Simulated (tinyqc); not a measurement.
Shallow acceptor in the spherical four-band model: sweeps and comparisons. A value that a table varies takes the place of the one given here.

The ground state 1S3/2 has an L = 0 part f(r) and an L = 2 part g(r). In units of Ry* and a*, with Gaussians f_i = exp(-a_i r^2), g_i = r^2 exp(-a_i r^2), A = a_i + a_j and I(n) = Gamma((n + 1)/2)/(2 A^((n + 1)/2)): S_ff = I(2), S_gg = I(6), H_ff = (6 a_i a_j/A) I(2) - 2 I(1), H_gg = (14 a_i a_j/A) I(6) - 2 I(5), H_fg = -mu [15 I(2) - 20 a_j I(4) + 4 a_j^2 I(6)]; each function is then normalised. The split-off band is left out.

Converged values use 22 exponents 2.2^i, i = -7 to 14, for f and for g.

Units Ry* = Ry/(g1 eps^2) and a* = a0 eps g1; mu = (6 g3 + 4 g2)/(5 g1) is the spherical heavy-light coupling and delta = (g3 - g2)/g1 the cubic term, which is left out.

Constants: Ry = 13.60569312 eV; a0 (Bohr radius) = 0.5291772105 angstrom.

Parameters, chosen for this exercise (near those of a shallow acceptor in AlAs; not measured data):
```
symbol  value                                       unit      meaning
mus     (0.19, 0.33, 0.42, 0.67, 0.74, 0.82, 0.87)            couplings
rc      1.8                                         angstrom  radius of the central cell
Vs      (3, 1, 0, -1, -2, -3, -4)                   eV        central-cell strengths
g1      3.74                                                  Luttinger gamma1
g2      0.82                                                  gamma2
g3      1.42                                                  gamma3
eps     10.2                                                  dielectric constant
```

## Strength of the heavy-light coupling

Ry* = 34.9662 meV

Converged values in Ry* and a*; the heavy-mass hydrogen model gives 1/(1 - mu).

Results:
```
mu    binding (Ry*)  1/(1 - mu)  ratio  L = 2 weight  <r> (a*)  binding (meV)
0.19          1.034       1.235  0.837         0.015     1.459           36.1
0.33          1.110       1.493  0.743         0.047     1.374           38.8
0.42          1.192       1.724  0.691         0.077     1.292           41.7
0.67          1.727       3.030  0.570         0.203     0.933           60.4
0.74          2.078       3.846  0.540         0.252     0.789           72.7
0.82          2.823       5.556  0.508         0.315     0.595           98.7
0.87          3.758       7.692  0.488         0.359     0.455          131.4
```

The binding starts as 1 + O(mu^2), 1.034 at mu = 0.19, since the coupling enters in second order, and reaches 3.76 at mu = 0.87. The ratio to the heavy-mass model falls from 0.84 to 0.49, towards about 0.44 as mu goes to 1: the bound hole is only partly heavy. The L = 2 weight grows to 0.36 and the radius shrinks by a factor 3.2.

## Central-cell correction

mu = 0.63102
a* = 20.187 angstrom

A short-range term V exp(-r^2/rc^2) is added (negative: attracts the hole); its elements are V S (A/(A + 1/rc^2))^(3/2) for f and ^(7/2) for g, in the same units.

Results:
```
V (eV)  1S binding (meV)  2S binding (meV)  <r> (angstrom)  L = 2 weight
3.0                 48.0             14.89            23.4         0.173
1.0                 52.2             15.48            21.5         0.176
0.0                 55.6             15.93            20.3         0.179
-1.0                60.8             16.55            18.6         0.182
-2.0                69.0             17.45            16.5         0.186
-3.0                83.1             18.74            14.0         0.190
-4.0               108.2             20.51            11.2         0.195
```

From V = 0 to -4 eV the 1S binding grows by 52.6 meV (95 %) and the 2S binding by 4.58 meV, so the chemical shift sits mainly in the ground state. A repulsion of 3 eV removes 7.6 meV. The slope is 25.10 meV per eV over the last step against 2.53 on the repulsive side, since attraction pulls the state into the cell: the route from a shallow to a deep level.

## What each parameter does

Converged values. Each row changes one parameter from the base and keeps the others.

Results:
```
case          mu  Ry* (meV)  binding (meV)  <r> (angstrom)
base       0.631      34.97          55.64            20.3
g1 = 4.04  0.584      32.37          47.37            23.6
g2 = 0.7   0.605      34.97          53.05            21.1
g3 = 1.31  0.596      34.97          52.17            21.4
eps = 9.4  0.631      41.17          65.51            18.7
```

The largest shifts from the base row, up to three for each result and ties (the steps differ in size, so this ranks the rows, not the parameters). mu: g1 -0.047, g3 -0.035, g2 -0.026; unchanged at the printed digits by eps. Ry* (meV): eps +6.20, g1 -2.60; unchanged at the printed digits by g2 and g3. binding (meV): eps +9.87, g1 -8.27, g3 -3.47. <r> (angstrom): g1 +3.3, eps -1.6, g3 +1.2. g1 acts twice: it lowers Ry* and it lowers mu.

Program tinyqc; command `OMP_NUM_THREADS=1 python tinyqc.py 1281276 1281277 out.jsonl`; about 0.03 s on one thread of a shared Intel(R) Xeon(R) Processor @ 2.30GHz.
